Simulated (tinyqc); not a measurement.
Raising U: Hubbard chain of 3 sites, mean field against exact. Computed by the program tinyqc. Collinear unrestricted mean field (the lowest of 40 random starts) against exact diagonalisation.

one-body matrix (hopping and site energies) (eV):
```
         1        2        3
1   0.1600  -1.9400   0.0000
2  -1.9400  -0.1800  -1.9400
3   0.0000  -1.9400  -0.5600
```

electrons, up and down: 2  1

Exact and mean-field results (eV):
```
U          U/t   E exact  E mean field  mean |n_up - n_down|  double occupancy, exact  first gap in the sector
0.970    0.500  -5.52555      -5.50384                 0.358                    0.192                    2.628
1.940    1.000  -4.99811      -4.91268                 0.405                    0.171                    2.467
3.880    2.000  -4.12547      -3.83013                 0.549                    0.130                    2.120
5.820    3.000  -3.46939      -2.99907                 0.726                    0.097                    1.797
11.640   6.000  -2.34069      -1.85555                 0.926                    0.042                    1.146
15.520   8.000  -1.95370      -1.54270                 0.958                    0.026                    0.903
23.280  12.000  -1.52453      -1.22454                 0.981                    0.013                    0.625
38.800  20.000  -1.15633      -0.96755                 0.993                 4.86e-03                    0.383
```

Estimate the missing row, U = 7.76.

Computed row:
```
U        U/t   E exact  E mean field  mean |n_up - n_down|  double occupancy, exact  first gap in the sector
7.760  4.000  -2.98235      -2.45536                 0.836                    0.072                    1.529
```

In absolute terms mean field is worst at U/t = 4.0, 0.527 eV too high: at small U it is nearly exact, and at large U it misses only exchange-scale energies. Relative to the exact energy its error is 0.4 % at the smallest U, 21 % at most and 16 % at the largest. The double occupancy falls from 0.192 to 0.005.
